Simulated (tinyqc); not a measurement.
Orbital energy against energy difference: ionisation energy by orbital energies and by energy differences in the 6-31g* basis, for H6, spin multiplicity 1. Computed by the program tinyqc with PySCF. 

Geometry (angstrom):
```
atom       x       y       z
H     0.0000  0.0000  0.0000
H     0.0000  0.0000  0.7910
H     0.0000  0.0000  1.6940
H     0.0000  0.0000  2.4850
H     0.0000  0.0000  3.3880
H     0.0000  0.0000  4.1790
```

CCSD(T) difference in the same basis = 10.7395 eV

IP-EOM-CCSD = 10.7667 eV

The cation is unrestricted; errors are against CCSD(T) in this basis, not against experiment.

First vertical ionisation energy (eV):
```
method     -e(HOMO)  E(cation) - E  error of -e(HOMO)  error of the difference
HF          11.1120      10.279809             0.3725                  -0.4597
LDA          6.6678      10.618069            -4.0717                  -0.1214
PBE          6.7423      10.667346            -3.9972                  -0.0722
B3LYP        7.8438      10.904290            -2.8957                   0.1648
PBE0         7.9957      10.816103            -2.7438                   0.0766
CAM-B3LYP    9.3031      10.890345            -1.4364                   0.1508
LC-wPBE     10.5868      10.932449            -0.1527                   0.1929
```

Koopmans errs by +0.37 eV and Delta-HF by -0.46 eV: relaxation, 0.83 eV, lowers the value and the missing correlation difference works against it. The PBE level is off by -4.0 eV through the wrong tail of its potential, though its energy difference is off by -0.07 eV; exact exchange deepens the level, and among the orbital energies LC-wPBE comes closest; among the differences PBE does.
